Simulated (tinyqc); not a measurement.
# Input admittance of a MOSFET at zero drain bias: distributed channel and distributed gate, step by step

Numbers from tinyqc (`OMP_NUM_THREADS=1 python tinyqc.py 2262188 2262189 out.jsonl`; about 0.01 s on one thread of a shared Intel Xeon 2.30GHz). Printed values are rounded.

Source and drain grounded, strong inversion, w = 2 pi f, Cox = eps0 eox/tox. The channel is an RC line of resistance 1/(mu Cox Vo) per square fed from both ends, so one finger has the intrinsic admittance y = i w Cox L tanh(g)/g per width, g = (1/2) sqrt(i w tau), tau = L^2/(mu Vo). The vertical resistance rv/L is in series with y, the overlaps 2 i w Cov in parallel: y_t = 1/(1/y + rv/L) + 2 i w Cov. The gate strip is a line of Rsh/L per length loaded by y_t, so a finger has Y = y_t Wf tanh(k)/k, k = (Wf/sd) sqrt(y_t Rsh/L); the device has Nf Y.

Parameters, values chosen for the exercise; values of the order met in silicon radio-frequency transistors:
- eox = 3.9 (relative permittivity of the gate insulator (close to silicon dioxide))
- tox = 5.2 nm (insulator thickness)
- L = 0.61 um (channel length)
- Wf = 2.4 um (finger width)
- Nf = 32 (number of fingers)
- mu = 290 cm^2/(V s) (channel mobility)
- Vo = 0.56 V (gate overdrive)
- Rsh = 5.6 ohm/square (sheet resistance of the gate)
- rv = 4.4 ohm um^2 (vertical resistivity of the gate stack)
- sd = 1 (number of ends at which a finger is contacted)
- Cov = 0.3 fF/um (overlap and fringe capacitance on each side)
- f = 8.3 GHz (frequency)

Constants: eps0 = 8.8541878128e-14 F/cm where lengths are in cm. Results are converted to the units shown.

## Low-frequency resistances and capacitance

Low-frequency limits, with c = Cox L and ct = c + 2 Cov: R_strip = Rsh Wf/(3 sd^2 L Nf), R_ch = (c/ct)^2 L/(12 mu Cox Vo Wf Nf), R_vert = (c/ct)^2 rv/(L Wf Nf), C = ct Wf Nf.

parts (ohm): strip 0.229508, channel 4.65605, vertical 0.0712505
sum = 4.95681 ohm
C = 357.181 fF
1/(2 pi R C) = 89.8939 GHz

The channel term is the largest, 93.9 % of the sum.

## Admittance of the channel and stack per width

tau, g, c = Cox L, y and y_t as defined.

tau = 22.9126 ps
g = 0.386474+0.386474i
c = 4.05079 fF/um
y = 20.736+208.773i uS/um
y_t = 21.047+240.001i uS/um

w tau = 1.19, and Im y is 0.988 of w c.

## Input impedance of the device

k and Y as defined; Z = 1/(Nf Y) = R + 1/(i w C); Q = |Im Z|/R; signal at the point farthest from a contact |1/cosh k|.

k = 0.0832243+0.0762453i
Nf Y = 1.6937+18.4180i mS
R = 4.95094 ohm
C = 356.157 fF
Q = 10.8746
signal at the far point = 0.999430

R is 0.12 % below its low-frequency limit and C is 0.29 % below its own.
